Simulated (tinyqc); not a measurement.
# On-chip interconnect, size-dependent resistivity and RC delay: effects of single changes

A rectangular line between two neighbours and two ground planes. Surface and grain-boundary scattering are added to the bulk resistivity as corrections; capacitances are parallel-plate values without fringing; inductance is ignored.

Inputs (values chosen for the exercise); metal values close to those of aluminium:
```
symbol,value,unit,meaning
rho0,2.64,uohm cm,bulk resistivity
lam,18.4,nm,bulk mean free path
ps,0.4,,specular share of surface scattering
Rg,0.55,,reflection coefficient of grain boundaries
gr,2,,grain size over the metal width
wd,73,nm,drawn line width
AR,2.5,,"aspect ratio, height over width"
tl,1.2,nm,"liner on both walls and the bottom, not conducting"
sp,88,nm,space to the neighbouring lines
hd,150,nm,dielectric height to the planes above and below
ek,3,,relative permittivity of the dielectric
Mf,1,,Miller factor of the neighbours
Rd,700,ohm,driver resistance
Cl,4,fF,load capacitance
rho2,1.67,uohm cm,bulk resistivity of the second metal (close to copper)
lam2,39.8,nm,mean free path of the second metal
tl2,2.2,nm,liner of the second metal
```

Constants: eps0 = 8.8541878128e-12 F/m. Results are converted to the units shown.

Each table varies one quantity; the others keep the values above.

## Delay against the line length

Metal width x = wd - 2 tl, height y = AR wd - tl; grain boundaries (Mayadas-Shatzkes): al = (lam/(gr x)) Rg/(1 - Rg), g = 1/[1 - 3 al/2 + 3 al^2 - 3 al^3 ln(1 + 1/al)] - 1; surfaces (Fuchs-Sondheimer, thick limit): s = (3/8) lam (1 - ps)(1/x + 1/y); rho = rho0 (1 + g + s); r = rho/(x y); c = eps0 ek (2 wd/hd + 2 Mf AR wd/sp). Elmore delay tE = Rd (c Lw + Cl) + r Lw (c Lw/2 + Cl); t50 is the time at which the far end of a ladder of 30 pi sections (half capacitances at both ends, Cl at the far end, a step applied through Rd) reaches half the step; line share r Lw/(Rd + r Lw); estimate 0.69 Rd (c Lw + Cl) + 0.38 r c Lw^2 + 0.69 r Lw Cl.

The same in every row: rho (uohm cm) = 3.462; r (ohm/um) = 2.705; c (fF/um) = 0.1360.

Delay against the line length:
```
Lw (um)	tE (ps)	t50 (ps)	estimate (ps)	line share of the resistance (%)
1	2.906	2.014	2.005	0.3849
3	3.120	2.163	2.153	1.146
7	3.551	2.464	2.451	2.633
20	4.994	3.478	3.451	7.173
50	8.562	6.015	5.940	16.19
100	15.24	10.83	10.65	27.87
400	74.65	54.88	53.57	60.71
1000	292.8	219.4	214.9	79.44
3000	1976	1494	1480	92.06
```

As Lw goes from 1 to 3000, r stays at 2.70 ohm/um, c stays at 0.136 fF/um and t50 rises from 2.01 to 1490 ps. t50/tE lies between 0.693 and 0.756, and the estimate is within 2.4 % of t50. The delay goes as Lw^(0.06) for the shortest lines and Lw^(1.75) for the longest; the line resistance equals Rd at 259 um.

## Two metals against line width

Metal width x = wd - 2 tl, height y = AR wd - tl; grain boundaries (Mayadas-Shatzkes): al = (lam/(gr x)) Rg/(1 - Rg), g = 1/[1 - 3 al/2 + 3 al^2 - 3 al^3 ln(1 + 1/al)] - 1; surfaces (Fuchs-Sondheimer, thick limit): s = (3/8) lam (1 - ps)(1/x + 1/y); rho = rho0 (1 + g + s); r = rho/(x y). The second metal has rho2, lam2 and tl2 in place of rho0, lam and tl; ps, Rg, gr and AR are shared.

Two metals against line width:
```
wd (nm)	rho, first (uohm cm)	rho, second (uohm cm)	r, first (ohm/um)	r, second (ohm/um)	ratio second/first
6.5	15.83	35.75	2566	1.212e4	4.722
8	12.38	21.81	1176	3404	2.894
10	9.876	14.77	546.0	1157	2.118
13	7.874	10.29	237.3	395.0	1.665
17	6.472	7.614	107.3	150.0	1.397
22	5.516	5.962	52.31	64.15	1.226
30	4.699	4.648	23.07	24.94	1.081
45	3.988	3.569	8.411	7.970	0.9477
70	3.498	2.859	2.977	2.522	0.8472
120	3.138	2.353	0.8929	0.6836	0.7655
```

What does the table show?

The resistivity of the first metal falls from 15.8 to 3.14 uohm cm and that of the second goes from 35.8 to 2.35 uohm cm as the line widens. The products rho0 lam, which set the size effect, are 48.6 and 66.5 uohm cm nm. The two resistances cross at wd = 37.7 nm: below it the first metal gives the lower line resistance. For widths well under the mean free path the thick-limit surface term is only a guide.

tinyqc, about 0.01 s, one thread, Intel Xeon 2.30GHz (shared host): `OMP_NUM_THREADS=1 python tinyqc.py 2100094 2100095 out.jsonl`
